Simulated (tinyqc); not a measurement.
Changing the effective mass m: effective-mass impurity with a central-cell term, in a basis of Slater functions. Computed by tinyqc, a small Python program. Command: `OMP_NUM_THREADS=1 python tinyqc.py 3019167 3019168 out.jsonl centralcell sweep`. One thread of a shared host (Intel(R) Xeon(R) Processor @ 2.30GHz), about 0.02 s of CPU time with the checks.

The envelope obeys H = -nabla^2 - (2/r) [Z + A exp(-kappa r)] in effective units, with kappa = a*/lambda; positive A deepens the well near the core.

Inputs (values chosen for the exercise, with mass and screening modelled on GaAs):
```
quantity                   value      unit
dielectric constant eps     12.6         -
charge Z of the core           1         -
central-cell strength A      -24         -
central-cell range lambda   0.75  angstrom
```

Impurity: donor, one isotropic band.

Constants: Ry = 13.605693123 eV; a_0 = 0.529177210903 angstrom.

Method:
- Units: Ry* = Ry m/eps^2 and a* = a_0 eps/m, with m in m_0.
- kappa = a*/lambda; the hydrogenic ground state is bound by Z^2 Ry*.
- For s functions exp(-zeta r), with s = zeta_i + zeta_j: S = 2/s^3, T = zeta_i zeta_j S, V = -2 Z/s^2, W = -2 A/(s + kappa)^2; each function is normalised by dividing by sqrt(S_ii S_jj).
- Large basis: zeta_i = 0.06 x 1.6^(i-1), i = 1..22, same formulas; for p functions r exp(-zeta r): S = 24/s^5, T = zeta_i zeta_j S (centrifugal term included), V = -12 Z/s^4, W = -12 A/(s + kappa)^4; overlap eigenvalues below 1e-11 are dropped.
- Binding energies are -E Ry*; the effective quantum number is nu = Z/sqrt(-E); |psi(0)|^2 is given relative to the hydrogenic Z^3/(pi a*^3).

One run for each value; columns: (1) effective mass m (m_0); (2) 1s binding energy (meV); (3) hydrogenic binding energy (meV); (4) 2p binding energy (meV); (5) relative |psi(0)|^2; (6) a* (angstrom):
```
(1)      (2)    (3)    (4)     (5)    (6)
0.017   1.46   1.46  0.364  0.8315  392.2
0.023   1.97   1.97  0.493  0.7791  289.9
0.031   2.65   2.66  0.664  0.7145  215.1
0.042   3.59   3.60  0.900  0.6347  158.8
0.057   4.85   4.88  1.221  0.5407  117.0
0.076   6.44   6.51  1.628  0.4427   87.7
0.100   8.42   8.57  2.142  0.3454   66.7
0.140  11.63  12.00  2.999  0.2312   47.6
```

What does the table show, and why?

Over the rows, 1s binding energy (meV) rises from 1.46 to 11.6 (exponent d ln y / d ln x about 0.99 throughout); hydrogenic binding energy (meV) rises from 1.46 to 12.0 (exponent d ln y / d ln x about 1.00 throughout); 2p binding energy (meV) rises from 0.364 to 3.00 (exponent d ln y / d ln x about 1.00 throughout). The exponent of 1s binding energy stays between 0.96 and 1.00, near 1: the central cell is a small correction. The exponent of 2p binding energy stays at 1: a hydrogenic level scales as m/eps^2. The exponent of a* stays at -1: a* = a_0 eps/m. The ratio of 1s to its hydrogenic value goes from 0.999 to 0.969: a heavier carrier has a smaller orbit and feels the core more.

Extremes, crossings and ranges named in words are read from the listed rows.
